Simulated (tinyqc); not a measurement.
Inputs raised by 10 %, one at a time: adsorption as a lattice gas: isotherms with interactions, competition, desorption peaks and saturation dose. Computed by tinyqc, a small Python program. Command: `OMP_NUM_THREADS=1 python tinyqc.py 3030962 3030963 out.jsonl adsorb sens`. One thread of a shared host (Intel(R) Xeon(R) Processor @ 2.30GHz), about 0.01 s of CPU time with the checks.

One adsorbate per site; a molecule needs 1 empty site. Gas and surface have the same temperature.

Inputs (values chosen for the exercise, for a model surface):
```
quantity                                          value    unit
desorption energy E                                 1.2      eV
prefactor nu                                    6.9e+14     1/s
pair energy w (positive repels)                   0.068      eV
neighbours z                                          4       -
site density N_s                                    7.3  1/nm^2
molecular mass M                                   55.8       u
sticking coefficient s0                             0.8       -
temperature T                                       427       K
pressure p                                       0.0022      Pa
blocking by a second gas, K_B p_B                  0.66       -
aspect ratio a (depth over diameter) of a hole       20       -
```

Adsorption: molecular (first order).

Constants: u = 1.6605390666e-27 kg; k_B = 1.380649e-23 J/K; k_B = 8.617333262e-05 eV/K.

Method:
- Flux F = p/sqrt(2 pi M k_B T); k_d = nu exp(-E/(k_B T)); s0 F (1 - theta) = N_s k_d theta, so y = s0 F/(N_s k_d), theta = y/(1 + y). With a second gas on the same sites theta = y/(1 + y + K_B p_B).
- With u = w/(k_B T). Mean field: theta/(1 - theta) = y exp(-z u theta). Quasi-chemical: theta/(1 - theta) = y [(r - 1 + 2 theta)(1 - theta)/((r + 1 - 2 theta) theta)]^(-z/2) exp(-z u/2), r = sqrt(1 - 4 theta (1 - theta)(1 - exp(-u))).
- Without desorption or interaction, 99 % coverage needs the time (N_s/(s0 F)) ln 100. For a round hole of aspect ratio a in molecular flow with unit sticking (Gordon), the time is N_s/F x [1 + (19/4) a + (3/2) a^2]. The larger of the two times is a rough guide.

Runs:
```
input moved                                        from        to  coverage, quasi-chemical  coverage, mean field  time for the hole (s)  time on a flat surface (s)
base run                                              -         -                   0.22880               0.18319                 135.30                      1.1190
desorption energy E (eV)                            1.2      1.32                   0.46423               0.44953                 135.30                      1.1190
prefactor nu (1/s)                              6.9e+14  7.59e+14                   0.22094               0.17646                 135.30                      1.1190
pair energy w (positive repels) (eV)              0.068    0.0748                   0.22474               0.17413                 135.30                      1.1190
molecular mass M (u)                               55.8     61.38                   0.22487               0.17981                 141.90                      1.1737
sticking coefficient s0                             0.8      0.88                   0.23665               0.19000                 135.30                      1.0173
temperature T (K)                                   427     469.7                   0.03637               0.03307                 141.90                      1.1737
aspect ratio a (depth over diameter) of a hole       20        22                   0.22880               0.18319                 161.64                      1.1190
```

Exponents ln(y'/y) / ln(x'/x):
```
input                                           coverage, quasi-chemical  coverage, mean field  time for the hole  time on a flat surface
desorption energy E                                                7.423                 9.419              0.000                     0.0
prefactor nu                                                      -0.367                -0.392              0.000                     0.0
pair energy w (positive repels)                                   -0.188                -0.532              0.000                     0.0
molecular mass M                                                  -0.182                -0.195              0.500                     0.5
sticking coefficient s0                                            0.354                 0.383              0.000                    -1.0
temperature T                                                    -19.296               -17.960              0.500                     0.5
aspect ratio a (depth over diameter) of a hole                     0.000                 0.000              1.866                     0.0
```

Which inputs matter most for each result?

Among the inputs moved here: coverage, quasi-chemical answers most in size to temperature T (exponent -19.296), next to desorption energy E (+7.423); its exponent is below 0.0005 for aspect ratio a (depth over diameter) of a hole. coverage, mean field answers most in size to temperature T (exponent -17.960), next to desorption energy E (+9.419); its exponent is below 0.0005 for aspect ratio a (depth over diameter) of a hole. Time for the hole answers most in size to aspect ratio a (depth over diameter) of a hole (exponent +1.866), next to molecular mass M (+0.500); its exponent is below 0.0005 for desorption energy E, prefactor nu, pair energy w (positive repels), sticking coefficient s0. Its exponent +0.500 in molecular mass M: flux goes as M^(-1/2). Time on a flat surface answers most in size to sticking coefficient s0 (exponent -1.000), next to molecular mass M (+0.500); its exponent is below 0.0005 for desorption energy E, prefactor nu, pair energy w (positive repels), aspect ratio a (depth over diameter) of a hole.

Caution (all rows): for z u near 4 or above (near 8 on the triangular lattice, z = 6) mean field itself predicts sublattice order near half coverage (the exact threshold is higher); both uniform formulas leave ordering out. Caution (all rows): with k_d = nu exp(-E/(k_B T)) of these inputs desorption is not negligible over the time on a flat surface, so without interaction 99 % coverage is not reached.
